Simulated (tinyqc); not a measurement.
Classical nucleation, growth and JMAK kinetics of crystallisation from a melt or glass: one step, computed by the program tinyqc.

A spherical nucleus cap on a flat wall with a sharp interface of isotropic energy gamma; lambda = Omega^(1/3) is the jump distance.

Task: Steady nucleation rate. Driving force per volume: dG = H [(T_m - T)/T_m] [2 T/(T_m + T)]. Shape factor f = (2 + cos theta)(1 - cos theta)^2/4. W(r) = f [4 pi r^2 gamma - (4/3) pi r^3 dG]; r* = 2 gamma/dG; W* = f 16 pi gamma^3/(3 dG^2); n* = f (4/3) pi r*^3/Omega. D = D0 exp(-Q/(k_B T)); attachment rate k+ = (A*/lambda^2) D/lambda^2 with A* = 2 pi r*^2 (1 - cos theta); Zeldovich factor Z = sqrt(W*/(3 pi k_B T))/n*; sites per volume N = S_v/lambda^2; I = N Z k+ exp(-W*/(k_B T)); lag time = 1/(4 pi Z^2 k+).

Inputs (values chosen for the exercise, for a model substance):
```
quantity                        value        unit
melting point T_m                1070           K
heat of melting per volume H     2570      J/cm^3
interface energy gamma          0.255       J/m^2
atomic volume Omega                13  angstrom^3
temperature T                     723           K
diffusion prefactor D0        1.6e-06       m^2/s
activation energy Q              0.95          eV
contact angle theta               135     degrees
wall area per volume S_v        26000         1/m
```

Nucleation: on a flat wall. Driving force: Thompson-Spaepen.

Constants: k_B = 8.617333262e-05 eV/K; k_B = 1.380649e-23 J/K.

Give: diffusivity D; attachment rate k+; Zeldovich factor Z; sites N; nucleation rate I; lag time.

Result:

diffusivity D = 3.819e-13 m^2/s

attachment rate k+ = 7.716e+08 1/s

Zeldovich factor Z = 0.01872

sites N = 4.703e+23 1/m^3

nucleation rate I = 4.273e+05 1/(m^3 s)

lag time = 2.944e-07 s

Caution: homogeneous nucleation, left out here, would be as fast or faster: the wall offers too few sites or too small a cut in the barrier.
